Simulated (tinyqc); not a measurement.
Three bands against the two-band Dirac model at K: three-band tight binding of a dichalcogenide monolayer.

Basis dz2, dxy, dx2-y2 on a triangular lattice, nearest neighbours; alpha = kx a/2, beta = sqrt3 ky a/2. h0 = e1 + 2 t0 (cos 2alpha + 2 cos alpha cos beta); h1 = -2 sqrt3 t2 sin alpha sin beta + 2i t1 (sin 2alpha + sin alpha cos beta); h2 = 2 t2 (cos 2alpha - cos alpha cos beta) + 2i sqrt3 t1 cos alpha sin beta; h11 = e2 + 2 t11 cos 2alpha + (t11 + 3 t22) cos alpha cos beta; h22 = e2 + 2 t22 cos 2alpha + (3 t11 + t22) cos alpha cos beta; h12 = sqrt3 (t22 - t11) sin alpha sin beta + 4i t12 sin alpha (cos alpha - cos beta) + i lam sz. H = [[h0, h1, h2], [., h11, h12], [., ., h22]], Hermitian; the lowest band of each spin is filled. K = (4 pi/3a, 0), M = (pi/a, pi/(sqrt3 a)).

Constants: hbar^2/2m0 = 3.80998211 eV angstrom^2.

Values chosen for the exercise (near a published set for monolayer MoTe2; not measured data):
```
symbol  value   unit      meaning
a       3.558   angstrom  lattice constant
e1      0.604   eV        level of dz2
e2      1.97    eV        level of dxy and dx2-y2
t0      -0.171  eV        hopping
t1      0.23    eV        hopping
t2      0.399   eV        hopping
t11     0.204   eV        hopping
t12     0.237   eV        hopping
t22     0.256   eV        hopping
lam     0.109   eV        spin-orbit constant
```

Masses from central differences along kx with step 0.002 1/angstrom, c = hbar^2/2m0; Berry curvature of the valence band from a counter-clockwise plaquette of side 0.001 1/angstrom, Omega = -arg(product of overlaps)/area. Two-band model: coupling A = (3 a/(2 sqrt2))(t1 + sqrt3 t2) between valence and conduction states, mass c G/A^2 for both, Omega_v = 2 A^2/G^2. sz = 0 drops the spin-orbit term.

At K:
```
sz  G (eV)  m_c (m0)  m_v (m0)  two-band mass  Omega_v (angstrom^2)  two-band Omega
1   0.9595     0.442     0.583          0.303                26.226          26.249
0   1.0685     0.507     0.726          0.337                21.148          21.167
-1  1.1775     0.575     0.907          0.371                17.413          17.429
```

A = 3.4760 eV angstrom

What can be read from this table?

Without spin-orbit coupling the electron mass is 0.507 and the hole mass 0.726, against 0.337 for both in the two-band model: the third band and the curvature of the diagonal terms break the symmetry. The Berry curvature is -0.1 % from the two-band value. The smaller gap (sz = +1) has the larger curvature, by a factor 1.51.

Run: tinyqc, `OMP_NUM_THREADS=1 python tinyqc.py 1481893 1481894 out.jsonl`; Intel(R) Xeon(R) Processor @ 2.30GHz, one thread, shared host; about 0.02 s of CPU time with all checks.
